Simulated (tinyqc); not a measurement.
Space-charge-limited current through a thin insulating or semi-insulating film with traps: one step, computed by the program tinyqc.

One ohmic injecting contact at x = 0 (field zero), drift only, non-degenerate free carriers.

Problem. One point of the curve. Free density n_0 = N_c exp(-E_0/k_B T) in equilibrium; trapped density n_t(n) = N_t/(1 + n_1/n), n_1 = N_c exp(-E_t/k_B T). J = e mu n F and (eps eps_0/e) dF/dx = n - n_0 + n_t(n) - n_t(n_0) = rho(n). With F = J/(e mu n): d = (eps eps_0 J/(e^2 mu)) I_1 and V = (eps eps_0 J^2/(e^3 mu^2)) I_2, I_k = int_(n_L)^infinity dn/(n^(k+1) rho(n)), n_L the density at the anode; with u = n_L/n, 200 Gauss-Legendre points in t, u = 1 - (1 - t)^2. Anode field J/(e mu n_L); Mott-Gurney current (9/8) eps eps_0 mu V^2/d^3; ohmic current e n_0 mu V/d.

Inputs (values chosen for the exercise, modelled on an amorphous oxide semiconductor): permittivity eps = 10; band mobility mu = 6.2 cm^2/(V s); effective density of states N_c = 4.9e+18 1/cm^3; trap density N_t = 1.2e+15 1/cm^3; equilibrium Fermi level below the band edge, E_0 = 0.81 eV; thickness d = 1500 nm; free density at the anode, in units of N_c = 1e-05; temperature T = 350 K; trap level E_t below the band edge = 0.42 eV.

Traps: single level.

Constants: k_B = 8.617333262e-05 eV/K; eps_0 = 8.8541878128e-12 F/m; e = 1.602176634e-19 C.

Give: I_1; I_2; current density J; voltage V; anode field over mean field V/d; trap-free Mott-Gurney current; ohmic current.

Solution.

I_1 = 1.542e-29 cm^6

I_2 = 1.704e-43 cm^9

current density J = 1.749 A/cm^2

voltage V = 2.920 V

anode field over mean field V/d = 1.846

trap-free Mott-Gurney current = 15.60 A/cm^2

ohmic current = 2.056e-07 A/cm^2
